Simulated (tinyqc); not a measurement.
Field-effect mobility of a thin-film transistor with band-tail and deep states (multiple trapping): one step, computed by the program tinyqc. Command: `OMP_NUM_THREADS=1 python tinyqc.py 3026838 3026839 out.jsonl tft walk`. One thread of a shared host (Intel(R) Xeon(R) Processor @ 2.30GHz), about 0.04 s of CPU time with the checks.

A thick film in accumulation at small drain voltage. Only free electrons move; trapped ones still screen the gate. N_c and mu_0 are held fixed when T changes, leaving out the T^(3/2) growth of N_c. x = E_0 - psi is the distance of the Fermi level below the band edge.

Question. Free and trapped densities. F_j(eta) = int_0^infinity x^j/(1 + exp(x - eta)) dx, without a gamma-function factor. Integrals over x = E/(k_B T) use 160 Gauss-Legendre points in u = sqrt(x) from 0 to sqrt(max(eta, 0) + 32). Free n(x) = N_c (2/sqrt(pi)) F_1/2(-x/k_B T), with F_1/2 from its two-term series in exp(-x/k_B T) for x >= 12 k_B T; tail n_t(x) = int_0^1.2eV g_t exp(-E/E_t)/(1 + exp((x - E)/k_B T)) dE, E counted down from the edge, 120 Gauss-Legendre points; deep charge g_d psi; space charge rho(psi) = n + n_t + g_d psi less its value at psi = 0.

Inputs (values chosen for the exercise, modelled on amorphous silicon):

| quantity | value | unit |
|---|---|---|
| effective density of states N_c | 1.8e+20 | 1/cm^3 |
| tail density at the edge g_t | 7.7e+21 | 1/(eV cm^3) |
| tail width E_t | 28 | meV |
| temperature T | 300 | K |

Deep states: included.

Constants: k_B = 8.617333262e-05 eV/K.

Give: Local densities at x = 0.4, 0.3, 0.2, 0.15, 0.1, 0.05, 0 and -0.05 eV.

Answer.

Local densities at x = 0.4, 0.3, 0.2, 0.15, 0.1, 0.05, 0 and -0.05 eV:

| x (eV) | n (1/cm^3) | n_t (1/cm^3) | n/(n + n_t) |
|---|---|---|---|
| 0.40 | 3.432e+13 | 1.142e+15 | 0.0292 |
| 0.30 | 1.642e+15 | 3.456e+16 | 0.0454 |
| 0.20 | 7.859e+16 | 9.381e+17 | 0.0773 |
| 0.15 | 5.432e+17 | 4.516e+18 | 0.1074 |
| 0.10 | 3.734e+18 | 1.952e+19 | 0.1605 |
| 0.05 | 2.479e+19 | 6.783e+19 | 0.2676 |
| 0.00 | 1.377e+20 | 1.517e+20 | 0.4759 |
| -0.05 | 4.911e+20 | 2.019e+20 | 0.7086 |

E_t/k_B T = 1.08: the tail is narrower than about k_B T, so deep in the gap n_t roughly follows n, and the free share changes far less than n does.
